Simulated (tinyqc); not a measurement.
What each parameter does: six-band hole subbands of a thin body in a field.

Basis X, Y, Z times spin, hole energies counted downwards from the unstrained edge (the hydrostatic shift is left out), c = hbar^2/2m0. For a symmetric tensor T let C(T) have C_XX = L Txx + M (Tyy + Tzz), C_XY = N Txy (cyclic), L = c (g1 + 4 g2), M = c (g1 - 2 g2), N = 6 c g3. k = q + kz n, n the unit normal, q = k1 u + k2 v with u along the channel [1-10] and v = n x u. H = C(k k^T) + (Dso/3)(1 - L.sigma) - B + e F z with (L_k)_ij = -i epsilon_kij; B is the block C built from the traceless strain with 2b, -b and sqrt(3) d in place of L, M, N. Strain: exx = eyy = (s11 + s12) sx/2, ezz = s12 sx, exy = -s44 sx/4. Hard walls at z = 0 and t; basis sin(j pi z/t), j = 1 to Nz: kz^2 = (j pi/t)^2, kz = -i D with D_jl = 4 j l/(t (j^2 - l^2)), z_jj = t/2 and z_jl = -8 t j l/(pi (j^2 - l^2))^2 for j + l odd; 1 MV/cm = 0.01 eV/angstrom.

Nz = 14. E1 is the top subband at q = 0, gap the distance to the next pair, and the masses are c q^2/(E(q) - E1) at |q| = 0.02 1/angstrom (mean of the spin pair) along the channel [1-10] and across it in the plane; a dash marks a band that does not rise.

Constants: hbar^2/2m0 = 3.80998211 eV angstrom^2.

Parameters, chosen for this exercise (near those of a p-type Si channel; not measured data): g1 = 4.29 (Luttinger gamma1); g2 = 0.34 (gamma2); g3 = 1.45 (gamma3); Dso = 0.044 eV (spin-orbit splitting); b = -2.13 eV (tetragonal potential); d = -4.82 eV (trigonal potential); S = (7.68, -2.16, 12.41) 1/TPa (compliances s11, s12, s44); face = 110 (surface); t = 70 angstrom (body thickness); F = 0 MV/cm (field across the body); sx = -0.5 GPa (stress along the channel [1-10], negative in compression).

Six bands.

One parameter was then changed.

Results before and after:
```
case     E1 (meV)  gap (meV)  m channel (m0)  m across (m0)
base         -6.3        9.2           0.118          0.279
changed      -4.2       16.1           0.122          0.278
```

Which of these changes was made? (a) F = 0.3 MV/cm; (b) g3 = 1.35; (c) t = 60 angstrom; (d) sx = -1 GPa; (e) g2 = 0.39; (f) Dso = 0.066 eV; (g) d = -3.86 eV.

Answer: (b) g3 = 1.35. Of the candidates, run in turn, only this one gives the changed row.

All candidates:
```
case             E1 (meV)  gap (meV)  m channel (m0)  m across (m0)
base                 -6.3        9.2           0.118          0.279
t = 60 angstrom      -4.9       11.3           0.117          0.278
F = 0.3 MV/cm        44.2       37.1           0.115          0.278
sx = -1 GPa         -23.3        8.3           0.115          0.278
g3 = 1.35            -4.2       16.1           0.122          0.278
g2 = 0.39            -6.0       10.3           0.118          0.286
Dso = 0.066 eV       -3.8       11.5           0.121          0.280
d = -3.86 eV         -3.9        9.3           0.118          0.279
```

(tinyqc, `OMP_NUM_THREADS=1 python tinyqc.py 1282262 1282263 out.jsonl`, Intel(R) Xeon(R) Processor @ 2.30GHz, 1 thread, shared host, about 0.3 s.)
